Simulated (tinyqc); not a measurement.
Stress in a transistor channel from embedded alloy regions, liners and fins, by half-space elasticity: one step, computed by the program tinyqc. Command: `OMP_NUM_THREADS=1 python tinyqc.py 3024737 3024738 out.jsonl stressor walk`. One thread of a shared host (Intel(R) Xeon(R) Processor @ 2.30GHz), about 0.01 s of CPU time with the checks.

Plane strain in an isotropic half-space, the same constants everywhere; x along the channel from its centre, y downwards from the free surface; stress is positive in tension.

Question. Stress at the centre of the channel. A line element dA of misfit at (a, c) in the half-space gives, with C = E e/(2 pi (1 - nu)), X = x - a, r1^2 = X^2 + (y - c)^2, r2^2 = X^2 + Y^2, Y = y + c: s_xx = -C dA {[X^2 - (y - c)^2]/r1^4 + 3 [X^2 - Y^2]/r2^4 + 4 y Y (Y^2 - 3 X^2)/r2^6}, s_yy = C dA {[X^2 - (y - c)^2]/r1^4 - [X^2 - Y^2]/r2^4 + 4 y Y (Y^2 - 3 X^2)/r2^6}. These are integrated over two rectangles, L/2 < |a| < L/2 + S, 0 < c < d (closed form in a, 200 Gauss-Legendre points in c).

Inputs (values chosen for the exercise, modelled on silicon):

| quantity | value | unit |
|---|---|---|
| Young's modulus E | 168 | GPa |
| Poisson ratio nu | 0.27 | - |
| channel length L | 108 | nm |
| length of each stressor S | 120 | nm |
| recess depth d | 85 | nm |
| depth of the field point y | 5.4 | nm |

Stressor: Si(1-x)Ge(x) source and drain.

misfit e = 0.007089

stress of a blanket film = -1.631441 GPa

Give: s_xx; s_yy; s_xx over the blanket-film stress.

Answer.

s_xx = -1005 MPa

s_yy = -1.301 MPa

s_xx over the blanket-film stress = 0.6161

The channel is compressed along its length; s_yy is 0.0013 of s_xx in size and vanishes at the surface.
